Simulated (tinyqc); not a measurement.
Quasiparticle equation with a plasmon-pole self-energy for two band edges: one step. Linearised one-shot correction. Five cases, with inputs chosen for the exercise.

Task: Evaluate Sc and its slope at the mean-field energy; E = e + Z (X + Sc).

For each edge E = e + X + Sc(E), with the correlation part Sc(E) = A[0]/(E - a + w) + A[1]/(E - b - w); a and b are the valence and conduction energies that enter the Green function (a = ev, b = ec in the one-shot scheme). Z = 1/(1 - dSc/dE), dSc/dE = -A[0]/(E - a + w)^2 - A[1]/(E - b - w)^2.

Give: Terms; gap; gap with Z = 1.

Case 1.

Values chosen (scales of the order of those of GaAs; shifted at random, so the results belong to these values and not to a real crystal): ev = 0 eV (mean-field valence top); ec = 0.51 eV (mean-field conduction edge); w = 13.8 eV (pole energy); Av = (23.5, 10.1) eV^2 (weights of the valence state on the hole and electron poles); Ac = (11.8, 23.9) eV^2 (the same for the conduction state); Xv = -1.62 eV (exchange minus the mean-field potential, valence); Xc = 1.46 eV (the same, conduction).

Result:

Terms:
```
edge        Sc (eV)   dSc/dE       Z  X + Sc (eV)   E (eV)
valence      0.9971  -0.1727  0.8527      -0.6229  -0.5312
conduction  -0.9073  -0.1831  0.8452       0.5527   0.9772
```

gap = 1.5083 eV
gap with Z = 1 = 1.6856 eV

The gap opens by 0.998 eV, 53 % of it by lowering the valence top. Setting Z = 1 would overshoot by 0.177 eV. X and Sc have opposite signs and are each larger than the sum they leave, so both must be converged well.

Case 2.

Values chosen (scales of the order of those of SiO2; shifted at random, so the results belong to these values and not to a real crystal): ev = 0 eV (mean-field valence top); ec = 5.64 eV (mean-field conduction edge); w = 21.3 eV (pole energy); Av = (48.7, 28.1) eV^2 (weights of the valence state on the hole and electron poles); Ac = (20.7, 51.7) eV^2 (the same for the conduction state); Xv = -3.54 eV (exchange minus the mean-field potential, valence); Xc = 3.54 eV (the same, conduction).

Result:

Terms:
```
edge        Sc (eV)   dSc/dE       Z  X + Sc (eV)   E (eV)
valence      1.2433  -0.1461  0.8726      -2.2967  -2.0040
conduction  -1.6589  -0.1425  0.8753       1.8811   7.2866
```

gap = 9.2905 eV
gap with Z = 1 = 9.8178 eV

The gap opens by 3.651 eV, 55 % of it by lowering the valence top. Setting Z = 1 would overshoot by 0.527 eV.

Case 3.

Values chosen (scales of the order of those of diamond; shifted at random, so the results belong to these values and not to a real crystal): ev = 0 eV (mean-field valence top); ec = 3.98 eV (mean-field conduction edge); w = 29.6 eV (pole energy); Av = (163, 58.2) eV^2 (weights of the valence state on the hole and electron poles); Ac = (60.6, 142.1) eV^2 (the same for the conduction state); Xv = -4.63 eV (exchange minus the mean-field potential, valence); Xc = 4.13 eV (the same, conduction).

Result:

Terms:
```
edge        Sc (eV)   dSc/dE       Z  X + Sc (eV)   E (eV)
valence      3.7736  -0.2377  0.8080      -0.8564  -0.6920
conduction  -2.9960  -0.2159  0.8224       1.1340   4.9126
```

gap = 5.6046 eV
gap with Z = 1 = 5.9704 eV

The gap opens by 1.625 eV, 43 % of it by lowering the valence top. Setting Z = 1 would overshoot by 0.366 eV. X and Sc have opposite signs and are each larger than the sum they leave, so both must be converged well.

Case 4.

Values chosen (scales of the order of those of GaN; shifted at random, so the results belong to these values and not to a real crystal): ev = 0 eV (mean-field valence top); ec = 1.84 eV (mean-field conduction edge); w = 17 eV (pole energy); Av = (54.5, 20) eV^2 (weights of the valence state on the hole and electron poles); Ac = (26.1, 46.9) eV^2 (the same for the conduction state); Xv = -3.54 eV (exchange minus the mean-field potential, valence); Xc = 2 eV (the same, conduction).

Result:

Terms:
```
edge        Sc (eV)   dSc/dE       Z  X + Sc (eV)   E (eV)
valence      2.1443  -0.2449  0.8033      -1.3957  -1.1211
conduction  -1.3735  -0.2358  0.8092       0.6265   2.3470
```

gap = 3.4681 eV
gap with Z = 1 = 3.8622 eV

The gap opens by 1.628 eV, 69 % of it by lowering the valence top. Setting Z = 1 would overshoot by 0.394 eV. X and Sc have opposite signs and are each larger than the sum they leave, so both must be converged well.

Case 5.

Values chosen (scales of the order of those of GaN; shifted at random, so the results belong to these values and not to a real crystal): ev = 0 eV (mean-field valence top); ec = 1.99 eV (mean-field conduction edge); w = 17.8 eV (pole energy); Av = (58.1, 24.1) eV^2 (weights of the valence state on the hole and electron poles); Ac = (25, 65.2) eV^2 (the same for the conduction state); Xv = -3.16 eV (exchange minus the mean-field potential, valence); Xc = 3.2 eV (the same, conduction).

Result:

Terms:
```
edge        Sc (eV)   dSc/dE       Z  X + Sc (eV)   E (eV)
valence      2.0463  -0.2449  0.8033      -1.1137  -0.8946
conduction  -2.3997  -0.2696  0.7876       0.8003   2.6204
```

gap = 3.5150 eV
gap with Z = 1 = 3.9041 eV

The gap opens by 1.525 eV, 59 % of it by lowering the valence top. Setting Z = 1 would overshoot by 0.389 eV. X and Sc have opposite signs and are each larger than the sum they leave, so both must be converged well.

Computed by tinyqc, one run a case: `OMP_NUM_THREADS=1 python tinyqc.py N N+1 out.jsonl` with N = 1880568, 1880768, 1880934, 1881002, 1881125; one thread of a shared Intel(R) Xeon(R) Processor @ 2.30GHz, about 0.02 s a run at most.
